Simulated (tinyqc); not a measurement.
Inside a calculation. Method: tight binding, honeycomb lattice. Computed by tinyqc, a small Python program that keeps every step. Settings: t1 = 2.02, t2 = 0, phi = 1.57, delta = 0, points = 5. Command: `OMP_NUM_THREADS=1 python tinyqc.py 20539 20540 out.jsonl` (the two numbers bound the seeds that draw the settings). One thread of a shared host (Intel(R) Xeon(R) Processor @ 2.60GHz), about 0.01 s of CPU time with the checks.

## Bloch Hamiltonian at k

Parameters chosen for this model:
```
parameter     value                        unit
t1         2.020000                 eV, nearest
t2                0       eV, second neighbours
phi        1.570000  rad, phase of t2 (Haldane)
delta             0          eV, +/- on A and B
```

k point k (fractions of the reciprocal vectors): -0.200000  -0.170000

H_AB = -t1 (1 + exp(-i k.a1) + exp(-i k.a2)); H_AA = delta - 2 t2 sum cos(k.b + phi), H_BB = -delta - 2 t2 sum cos(k.b - phi), b = a1, a2 - a1, -a2.

H(k) at k (eV):
```
                     A                    B
A             0.000000  -3.617357-3.691274i
B  -3.617357+3.691274i             0.000000
```

## Levels at k

Diagonalise the Hermitian matrix.

eigenvalues (eV): -5.168246  5.168246

weights |c|^2 of the basis functions:
```
     band 1    band 2
A  0.500000  0.500000
B  0.500000  0.500000
```

## Bloch Hamiltonian at K

k point K (fractions of the reciprocal vectors): 0.333333  0.666667

As before.

H(k) at K (eV):
```
          A         B
A  0.000000  0.000000
B  0.000000  0.000000
```

## Levels at K

As before.

eigenvalues (eV): 0.000000  0.000000

## Bands along a path

The same steps at evenly spaced points between the labelled ones.

Bands along the path (eV):
```
k             band 1    band 2
G          -6.060000  6.060000
G-K 0.25   -5.518743  5.518743
G-K 0.50   -4.040000  4.040000
G-K 0.75   -2.020000  2.020000
K                  0         0
K-M 0.25   -0.836711  0.836711
K-M 0.50   -1.478743  1.478743
K-M 0.75   -1.882340  1.882340
M          -2.020000  2.020000
M-K' 0.25  -1.882340  1.882340
M-K' 0.50  -1.478743  1.478743
M-K' 0.75  -0.836711  0.836711
K'                 0         0
```

With 1 band(s) filled, the highest filled level on these points lies at K and the lowest empty one at K: the bands touch or overlap, so there is no gap.
